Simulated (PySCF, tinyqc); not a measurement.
Worked calculation: MP2 on RHF in the sto-3g basis, for H6, spin multiplicity 1. The lowest restricted solution is unstable here: a spin-polarised one lies 0.0015 hartree lower (PySCF). One step of it, computed by the program tinyqc.

Question. Integrals over molecular orbitals. (pq|rs) = sum C_ip C_jq C_kr C_ls (ij|kl), one index at a time.

coefficients C:
```
            MO1        MO2        MO3        MO4        MO5        MO6
1H 1s  0.167447   0.351196   0.460016  -0.608916  -0.658313  -0.425951
2H 1s  0.280542   0.417915   0.270617   0.324384   0.833807   0.797794
3H 1s  0.373727   0.141323  -0.432546   0.542024  -0.345701  -1.024119
4H 1s  0.373974  -0.141962  -0.432025  -0.541265  -0.346701   1.024808
5H 1s  0.280735  -0.417345   0.271437  -0.325229   0.832969  -0.798297
6H 1s  0.167345  -0.350332   0.460924   0.609824  -0.656788   0.425595
```

core Hamiltonian H = T + V (hartree):
```
           1H 1s      2H 1s      3H 1s      4H 1s      5H 1s      6H 1s
1H 1s  -1.635246  -1.068212  -0.268882  -0.042808  -0.004050  -0.000252
2H 1s  -1.068212  -2.026964  -1.149374  -0.283898  -0.041847  -0.004040
3H 1s  -0.268882  -1.149374  -2.157123  -1.211544  -0.284384  -0.042809
4H 1s  -0.042808  -0.283898  -1.211544  -2.157423  -1.150865  -0.268876
5H 1s  -0.004050  -0.041847  -0.284384  -1.150865  -2.027107  -1.066885
6H 1s  -0.000252  -0.004040  -0.042809  -0.268876  -1.066885  -1.634776
```

Two-electron integrals (ij|kl) in chemists' order, unique and non-zero (hartree):
```
(11|11) 0.774606   (21|11) 0.302432   (21|21) 0.151747   (22|11) 0.473182
(22|21) 0.302432   (22|22) 0.774606   (31|11) 0.050463   (31|21) 0.028087
(31|22) 0.064285   (31|31) 0.006099   (32|11) 0.162623   (32|21) 0.106443
(32|22) 0.292101   (32|31) 0.027342   (32|32) 0.142746   (33|11) 0.257044
(33|21) 0.165984   (33|22) 0.465839   (33|31) 0.050463   (33|32) 0.292101
(33|33) 0.774606   (41|11) 0.005555   (41|21) 0.003316   (41|22) 0.008161
(41|31) 0.000799   (41|32) 0.003898   (41|33) 0.008161   (41|41) 0.000115
(42|11) 0.029338   (42|21) 0.018698   (42|22) 0.050463   (42|31) 0.005093
(42|32) 0.027342   (42|33) 0.064285   (42|41) 0.000799   (42|42) 0.006099
(43|11) 0.101515   (43|21) 0.062388   (43|22) 0.165984   (43|31) 0.018698
(43|32) 0.106443   (43|33) 0.302432   (43|41) 0.003316   (43|42) 0.028087
(43|43) 0.151747   (44|11) 0.172476   (44|21) 0.101515   (44|22) 0.257044
(44|31) 0.029338   (44|32) 0.162623   (44|33) 0.473182   (44|41) 0.005555
(44|42) 0.050463   (44|43) 0.302432   (44|44) 0.774606   (51|11) 0.000356
(51|21) 0.000220   (51|22) 0.000574   (51|31) 0.000059   (51|32) 0.000312
(51|33) 0.000733   (51|41) 0.000009   (51|42) 0.000070   (51|43) 0.000322
(51|44) 0.000580   (51|51) 8.23e-07   (52|11) 0.003228   (52|21) 0.001991
(52|22) 0.005266   (52|31) 0.000563   (52|32) 0.003071   (52|33) 0.007796
(52|41) 0.000094   (52|42) 0.000761   (52|43) 0.003826   (52|44) 0.007795
(52|51) 0.000009   (52|52) 0.000104   (53|11) 0.019169   (53|21) 0.011370
(53|22) 0.029060   (53|31) 0.003282   (53|32) 0.018112   (53|33) 0.050560
(53|41) 0.000589   (53|42) 0.005063   (53|43) 0.028140   (53|44) 0.064400
(53|51) 0.000059   (53|52) 0.000762   (53|53) 0.006120   (54|11) 0.070366
(54|21) 0.040250   (54|22) 0.098469   (54|31) 0.011111   (54|32) 0.059168
(54|33) 0.162864   (54|41) 0.002034   (54|42) 0.018104   (54|43) 0.106604
(54|44) 0.292545   (54|51) 0.000216   (54|52) 0.003074   (54|53) 0.027425
(54|54) 0.143128   (55|11) 0.128910   (55|21) 0.072018   (55|22) 0.171248
(55|31) 0.019141   (55|32) 0.098371   (55|33) 0.257167   (55|41) 0.003369
(55|42) 0.029019   (55|43) 0.166080   (55|44) 0.466156   (55|51) 0.000356
(55|52) 0.005266   (55|53) 0.050560   (55|54) 0.292545   (55|55) 0.774606
(61|11) 0.000015   (61|21) 0.000009   (61|22) 0.000024   (61|31) 2.67e-06
(61|32) 0.000015   (61|33) 0.000038   (61|41) 4.56e-07   (61|42) 3.71e-06
(61|43) 0.000019   (61|44) 0.000038   (61|51) 4.36e-08   (61|52) 5.11e-07
(61|53) 3.72e-06   (61|54) 0.000015   (61|55) 0.000024   (62|11) 0.000236
(62|21) 0.000140   (62|22) 0.000355   (62|31) 0.000040   (62|32) 0.000215
(62|33) 0.000578   (62|41) 0.000007   (62|42) 0.000059   (62|43) 0.000321
(62|44) 0.000731   (62|51) 6.99e-07   (62|52) 0.000009   (62|53) 0.000070
(62|54) 0.000312   (62|55) 0.000573   (62|61) 4.35e-08   (62|62) 8.19e-07
(63|11) 0.002374   (63|21) 0.001366   (63|22) 0.003368   (63|31) 0.000380
(63|32) 0.002031   (63|33) 0.005555   (63|41) 0.000068   (63|42) 0.000588
(63|43) 0.003316   (63|44) 0.008161   (63|51) 0.000007   (63|52) 0.000094
(63|53) 0.000801   (63|54) 0.003903   (63|55) 0.008163   (63|61) 4.56e-07
(63|62) 0.000009   (63|63) 0.000115   (64|11) 0.014269   (64|21) 0.008004
(64|22) 0.019134   (64|31) 0.002143   (64|32) 0.011096   (64|33) 0.029338
(64|41) 0.000380   (64|42) 0.003276   (64|43) 0.018698   (64|44) 0.050463
(64|51) 0.000040   (64|52) 0.000563   (64|53) 0.005100   (64|54) 0.027374
(64|55) 0.064285   (64|61) 2.67e-06   (64|62) 0.000059   (64|63) 0.000799
(64|64) 0.006099   (65|11) 0.056011   (65|21) 0.030806   (65|22) 0.071923
(65|31) 0.007996   (65|32) 0.040154   (65|33) 0.101415   (65|41) 0.001365
(65|42) 0.011338   (65|43) 0.062330   (65|44) 0.165837   (65|51) 0.000140
(65|52) 0.001988   (65|53) 0.018706   (65|54) 0.106445   (65|55) 0.301977
(65|61) 0.000009   (65|62) 0.000219   (65|63) 0.003312   (65|64) 0.028055
(65|65) 0.151346   (66|11) 0.103335   (66|21) 0.056072   (66|22) 0.128879
(66|31) 0.014269   (66|32) 0.070272   (66|33) 0.172476   (66|41) 0.002374
(66|42) 0.019134   (66|43) 0.101515   (66|44) 0.257044   (66|51) 0.000237
(66|52) 0.003227   (66|53) 0.029379   (66|54) 0.162769   (66|55) 0.472860
(66|61) 0.000015   (66|62) 0.000355   (66|63) 0.005555   (66|64) 0.050463
(66|65) 0.301977   (66|66) 0.774606
```

Give: one-electron integrals over orbitals h = C^T H C; Two-electron integrals over orbitals.

Answer.

one-electron integrals over orbitals h = C^T H C (hartree):
```
         1        2        3        4        5        6
1  -2.2405   0.0002   0.1430   0.0001  -0.0649  -0.0001
2   0.0002  -2.0057  -0.0001  -0.2042  -0.0003  -0.0427
3   0.1430  -0.0001  -1.8711   0.0005  -0.1684   0.0001
4   0.0001  -0.2042   0.0005  -1.6568   0.0000   0.1503
5  -0.0649  -0.0003  -0.1684   0.0000  -1.3751   0.0002
6  -0.0001  -0.0427   0.0001   0.1503   0.0002  -1.2235
```

Two-electron integrals over orbitals (pq|rs), unique and non-zero (hartree):
```
(11|11) 0.4228      (21|11) -1.63e-04   (21|21) 0.1319      (22|11) 0.3401
(22|21) 2.81e-04    (22|22) 0.3737      (31|11) -0.0792     (31|21) -1.29e-06
(31|22) 0.0308      (31|31) 0.1046      (32|11) -1.96e-06   (32|21) 0.1026
(32|22) 2.95e-04    (32|31) -1.11e-04   (32|32) 0.1272      (33|11) 0.3615
(33|21) -2.04e-04   (33|22) 0.3419      (33|31) -0.0227     (33|32) -2.32e-04
(33|33) 0.3664      (41|11) -7.86e-05   (41|21) 0.0499      (41|22) -6.46e-05
(41|31) -7.98e-05   (41|32) -0.0147     (41|33) 6.67e-05    (41|41) 0.0799
(42|11) 0.0773      (42|21) -1.67e-04   (42|22) 0.0107      (42|31) -0.0598
(42|32) -7.27e-05   (42|33) 0.0034      (42|41) -6.73e-05   (42|42) 0.0855
(43|11) -1.61e-04   (43|21) -0.0817     (43|22) -2.06e-04   (43|31) 2.36e-04
(43|32) -0.0820     (43|33) 1.32e-04    (43|41) -0.0102     (43|42) -1.27e-04
(43|43) 0.1050      (44|11) 0.3671      (44|21) -1.78e-04   (44|22) 0.3459
(44|31) -0.0231     (44|32) -1.88e-04   (44|33) 0.3606      (44|41) 3.38e-05
(44|42) 0.0147      (44|43) 9.13e-05    (44|44) 0.3746      (51|11) 0.0051
(51|21) 3.16e-05    (51|22) 0.0357      (51|31) 0.0325      (51|32) -6.46e-05
(51|33) -0.0160     (51|41) -9.14e-07   (51|42) 0.0290      (51|43) -2.38e-05
(51|44) -0.0067     (51|51) 0.0549      (52|11) 8.70e-05    (52|21) 0.0419
(52|22) 4.27e-05    (52|31) -1.31e-04   (52|32) 0.0008      (52|33) 3.15e-05
(52|41) 0.0526      (52|42) 1.21e-04    (52|43) 0.0349      (52|44) 2.90e-05
(52|51) 9.03e-05    (52|52) 0.0864      (53|11) 0.0808      (53|21) -1.58e-04
(53|22) 0.0129      (53|31) -0.0623     (53|32) -4.71e-05   (53|33) 0.0145
(53|41) -6.58e-05   (53|42) 0.0794      (53|43) -1.53e-04   (53|44) 0.0112
(53|51) 0.0219      (53|52) 1.00e-04    (53|53) 0.0854      (54|11) -3.21e-05
(54|21) 0.1057      (54|22) 2.76e-04    (54|31) -9.53e-05   (54|32) 0.1211
(54|33) -2.47e-04   (54|41) -0.0047     (54|42) -7.33e-05   (54|43) -0.0834
(54|44) -2.07e-04   (54|51) -4.41e-05   (54|52) 0.0043      (54|53) -6.45e-05
(54|54) 0.1299      (55|11) 0.3580      (55|21) 2.29e-04    (55|22) 0.3811
(55|31) 0.0202      (55|32) 2.38e-04    (55|33) 0.3566      (55|41) -4.76e-05
(55|42) 0.0164      (55|43) -1.93e-04   (55|44) 0.3646      (55|51) 0.0340
(55|52) 4.84e-05    (55|53) 0.0183      (55|54) 2.42e-04    (55|55) 0.4069
(61|11) 5.46e-05    (61|21) -0.0017     (61|22) 3.90e-05    (61|31) -4.49e-05
(61|32) 0.0239      (61|33) -3.91e-05   (61|41) -0.0297     (61|42) 2.86e-05
(61|43) 0.0417      (61|44) -3.06e-05   (61|51) -5.08e-05   (61|52) 0.0341
(61|53) 1.76e-05    (61|54) 0.0213      (61|55) 2.64e-05    (61|61) 0.0694
(62|11) 0.0069      (62|21) 5.17e-05    (62|22) 0.0365      (62|31) 0.0307
(62|32) -4.78e-05   (62|33) -0.0085     (62|41) 2.10e-05    (62|42) 0.0243
(62|43) -2.98e-05   (62|44) -0.0105     (62|51) 0.0498      (62|52) 1.06e-04
(62|53) 0.0263      (62|54) -4.47e-05   (62|55) 0.0362      (62|61) -5.21e-05
(62|62) 0.0521      (63|11) -6.87e-05   (63|21) 0.0502      (63|22) -4.43e-05
(63|31) -8.04e-05   (63|32) -0.0077     (63|33) 5.35e-05    (63|41) 0.0742
(63|42) -6.35e-05   (63|43) -0.0116     (63|44) 5.51e-05    (63|51) -1.72e-06
(63|52) 0.0523      (63|53) -7.47e-05   (63|54) -0.0081     (63|55) -4.86e-05
(63|61) -0.0283     (63|62) 1.45e-05    (63|63) 0.0788      (64|11) -0.0821
(64|21) 1.50e-05    (64|22) 0.0237      (64|31) 0.1009      (64|32) -9.25e-05
(64|33) -0.0252     (64|41) -7.13e-05   (64|42) -0.0619     (64|43) 2.31e-04
(64|44) -0.0268     (64|51) 0.0299      (64|52) -1.30e-04   (64|53) -0.0642
(64|54) -8.62e-05   (64|55) 0.0231      (64|61) -4.29e-05   (64|62) 0.0304
(64|63) -7.96e-05   (64|64) 0.1099      (65|11) -1.54e-04   (65|21) 0.1352
(65|22) 2.82e-04    (65|31) -2.28e-05   (65|32) 0.1080      (65|33) -2.16e-04
(65|41) 0.0505      (65|42) -1.62e-04   (65|43) -0.0871     (65|44) -1.86e-04
(65|51) 2.53e-05    (65|52) 0.0436      (65|53) -1.56e-04   (65|54) 0.1140
(65|55) 2.47e-04    (65|61) -0.0021     (65|62) 4.77e-05    (65|63) 0.0551
(65|64) -6.43e-06   (65|65) 0.1528      (66|11) 0.4508      (66|21) -1.64e-04
(66|22) 0.3642      (66|31) -0.0850     (66|32) 4.96e-08    (66|33) 0.3892
(66|41) -7.48e-05   (66|42) 0.0845      (66|43) -1.84e-04   (66|44) 0.3988
(66|51) 0.0059      (66|52) 1.03e-04    (66|53) 0.0906      (66|54) -2.90e-05
(66|55) 0.3929      (66|61) 5.70e-05    (66|62) 0.0084      (66|63) -6.98e-05
(66|64) -0.0942     (66|65) -1.67e-04   (66|66) 0.5072
```
